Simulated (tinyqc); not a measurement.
Nanowire ballistic transistor, top-of-the-barrier model: one step of the calculation.

At the top of the source barrier, states moving towards the drain are filled by the source (Fermi level 0) and states moving back by the drain (Fermi level -q Vd); nothing scatters. U is the shift of the band edge there, set by the capacitances CG, CD and CS (the total) and by the charge. Parabolic one-dimensional subband; the source is grounded.

Task. Self-consistent potential at the barrier top. eta1 = -(E0 + U)/Vt, eta2 = eta1 - Vd/Vt, n = (N0/2)[F_(-1/2)(eta1) + F_(-1/2)(eta2)], F_(-1/2)(x) = (1/sqrt(pi)) int_0^infinity u^(-1/2)/(1 + exp(u - x)) du. U(out) = UL + q (n - n0)/CS. U(new) = U(out).

Parameters, values chosen for the exercise; mass and valleys close to those of silicon (two valleys): temperature T = 300 K; band edge at the barrier top above the source Fermi level at zero bias E0 = 0.22 eV; drain voltage Vd = 0.5 V.

Constants: q = 1.602176634e-19 C, kB = 1.380649e-23 J/K, Vt = kB T/q. Results are converted to the units shown.

U after iteration 1 = 0.41999674 eV
N0 = 3.9978503e6 cm^-1
CS = 1.2879255 pF/cm
n0 = 805.24370 cm^-1
UL = -0.5 eV

Wanted: eta1; eta2; n; U(out); U after iteration 2.

Result.

eta1 = -24.76
eta2 = -44.10
n = 3.543e-5 cm^-1
U(out) = -0.5001 eV
U after iteration 2 = -0.5001 eV

tinyqc, about 0.04 s, one thread, Intel Xeon 2.30GHz (shared host): `OMP_NUM_THREADS=1 python tinyqc.py 2400025 2400026 out.jsonl`
